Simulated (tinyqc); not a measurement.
Worked calculation: donor level screened by free carriers (Yukawa potential). Values are carried at full precision from step to step, so a last printed digit may differ when a step is redone from the rounded ones.

Screening wave number: Debye ks^2 = 4 pi q n/(eps kB T); Thomas-Fermi ks^2 = 6 pi q n/(eps EF) with EF = c (3 pi^2 n/gv)^(2/3)/m, c = hbar^2/2m0; the two are joined by 1/ks^2 = sqrt(1/ks_D^4 + 1/ks_TF^4). 1e18/cm^3 = 1e-6/angstrom^3, q = e^2/(4 pi eps0).

Constants: e^2/(4 pi eps0) = 14.39964547 eV angstrom; kB = 8.617333262e-05 eV/K; hbar^2/2m0 = 3.80998211 eV angstrom^2; Ry = 13.60569312 eV; a0 (Bohr radius) = 0.5291772105 angstrom.

Values chosen for the exercise (near those of a donor in Si, with one mean mass; the results hold for these values, not for the real material):
- m = 0.308 m0 (mass)
- eps = 11.9 (dielectric constant)
- gv = 6 (valleys)
- T = 200 K (temperature)
- n = 0.18 x 1e18/cm^3 (free-carrier density)

## Units and screening length

Give Ry* = Ry m/eps^2, a* = a0 eps/m, EF, the three values of ks, and x = ks a*.

Ry* = 29.592 meV
a* = 20.45 angstrom
EF = 1.14 meV

ks: Debye, Thomas-Fermi, joined (1/angstrom): [0.01260, 0.05993, 0.01260]

x = 0.2575

EF/kB T = 0.07, so the Debye value, the smaller one, controls the screening.

## One-parameter trial function

Potential -(q/(eps r)) exp(-ks r), q = e^2/(4 pi eps0). In units Ry* = Ry m/eps^2 and a* = a0 eps/m the problem is [-Laplacian - 2 exp(-x r)/r] psi = E psi with x = ks a*.

For exp(-z r): E(z) = z^2 - 8 z^3/(2z + x)^2 in Ry*. Scan z = 0.5, 0.6, ..., 1.1, then minimise; first order gives -1 + 2x.

Scan (Ry*):
```
z    kinetic  potential        E
0.5   0.2500    -0.6324  -0.3824
0.6   0.3600    -0.8134  -0.4534
0.7   0.4900    -0.9988  -0.5088
0.8   0.6400    -1.1871  -0.5471
0.9   0.8100    -1.3776  -0.5676
1.0   1.0000    -1.5697  -0.5697
1.1   1.2100    -1.7631  -0.5531
```

best z = 0.961
E = -0.5711 Ry*
binding = 16.90 meV

First order in x would give -0.485 Ry*, a rigid shift by q ks/eps; it overstates the loss of binding by 0.086 Ry*.

## Converged levels

Converged values use 18 functions exp(-z r), z = 1.55^i, i = -11 to 6: S = 2/A^3, H = z_i z_j S - 2/(A + x)^2, A = z_i + z_j.

The 1s and 2s levels and the mean radius.

1s = -0.5715 Ry*
binding = 16.91 meV
<r> = 32.3 angstrom
second root = -0.0052 Ry*

The trial function misses by 0.0004 Ry*. Screening leaves 57 % of the bare binding, 0.98 kB T. 2s is still bound.

## Checks

- 1s at x = 0.5 against the known -0.29623 Ry*: both -0.29623.
- 1s at x = 0 against -1: both -1.00000.

Run: tinyqc, `OMP_NUM_THREADS=1 python tinyqc.py 1252448 1252449 out.jsonl`; Intel(R) Xeon(R) Processor @ 2.30GHz, one thread, shared host; about 0.01 s of CPU time with all checks.
